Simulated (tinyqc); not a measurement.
Defect equilibria of an oxide against oxygen pressure (mass action): one step, computed by the program tinyqc. Command: `OMP_NUM_THREADS=1 python tinyqc.py 3000458 3000459 out.jsonl brouwer walk`. One thread of a shared host (Intel(R) Xeon(R) Processor @ 2.30GHz), about 0.01 s of CPU time with the checks.

Defects: oxygen vacancies V (charge +2), electrons n, holes p, the ionic partner X = V_M'' (charge -2), and the dopant. Activities are taken equal to concentrations.

Question. Conductivities. sigma_n = e n mu_n, sigma_p = e p mu_p, sigma_ion = 2 e [V] mu_V with mu_V = 2 e D/(k_B T) and D = D_0 exp(-E_m/k_B T); only the oxygen vacancies carry ionic current, and the ionic transport number is sigma_ion over the total.

Inputs (values chosen for the exercise, for a model oxide):
```
quantity                          value        unit
temperature T                      1100           K
electron mobility mu_n              1.6  cm^2/(V s)
hole mobility mu_p                 0.36  cm^2/(V s)
vacancy diffusion prefactor D_0  0.0062      cm^2/s
vacancy migration energy E_m       0.91          eV
```

Ionic disorder: Schottky, oxide MO. Dopant (singly charged, fully ionised): acceptor.

n = 3.844696e+17 cm^-3

[V] = 1.069608e+19 cm^-3

p = 3770741 cm^-3

Constants: k_B = 8.617333262e-05 eV/K; e = 1.602176634e-19 C.

Give: sigma_n; sigma_p; sigma_ion; total conductivity; ionic transport number.

Answer.

sigma_n = 0.09856 S/cm

sigma_p = 2.175e-13 S/cm

sigma_ion = 3.036e-05 S/cm

total conductivity = 0.09859 S/cm

ionic transport number = 3.080e-04

The conductor is mainly n-type electronic here.
